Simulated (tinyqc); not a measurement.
Ellipsometry and reflectance of a transparent film on an absorbing substrate: two steps of the calculation.

Air (index 1), film, substrate with N2 = n2 - i k2; time factor exp(+i w t). q_j = sqrt(N_j^2 - sin^2 th), root with positive real part. Fresnel coefficients r_s = (q_a - q_b)/(q_a + q_b), r_p = (N_b^2 q_a - N_a^2 q_b)/(N_b^2 q_a + N_a^2 q_b). tan(Psi) exp(i Delta) = R_p/R_s, Delta taken from 0 to 360 degrees.

Parameters, values chosen for the exercise; indices close to those of titanium dioxide on silicon:
```
symbol,value,unit,meaning
lam,405,nm,wavelength
th,65,degrees,angle of incidence
n1,2.421,,index of the transparent film
d,2.8,nm,film thickness
n2,5.42,,index of the substrate
k2,0.329,,extinction coefficient of the substrate
```

Question 1. Interface coefficients and thickness period. q0, q1, q2 and the coefficients r01 and r12 for p and s; the results repeat in d with the period lam/(2 q1).

Give: q0; q1; q2; r01,p; r01,s; r12,p; r12,s; period.

Answer 1.

q0 = 0.4226
q1 = 2.245
q2 = 5.344-0.334i
r01,p = 0.04915
r01,s = -0.6831
r12,p = 0.3570-0.0257i
r12,s = -0.4095+0.0260i
period = 90.20 nm

Question 2. Psi, Delta and reflectances. beta = 2 pi d q1/lam, X = exp(-2 i beta), R = (r01 + r12 X)/(1 + r01 r12 X) for p and s.

q1 = 2.2449604
r01,p = 0.049154111
r01,s = -0.68314467
r12,p = 0.35700526-0.02570416i
r12,s = -0.40950149+0.02596380i

Wanted: beta; X; R_p; R_s; Psi; Delta; |R_p|^2; |R_s|^2.

Answer 2.

beta = 0.09752 rad
X = 0.9810-0.1938i
R_p = 0.3882-0.0911i
R_s = -0.8515+0.0345i
Psi = 25.08 degrees
Delta = 169.1 degrees
|R_p|^2 = 0.1590
|R_s|^2 = 0.7263

The bare substrate gives Psi = 25.10 and Delta = 177.02 degrees.

tinyqc, about 0.01 s, one thread, Intel Xeon 2.30GHz (shared host): `OMP_NUM_THREADS=1 python tinyqc.py 2870173 2870174 out.jsonl`
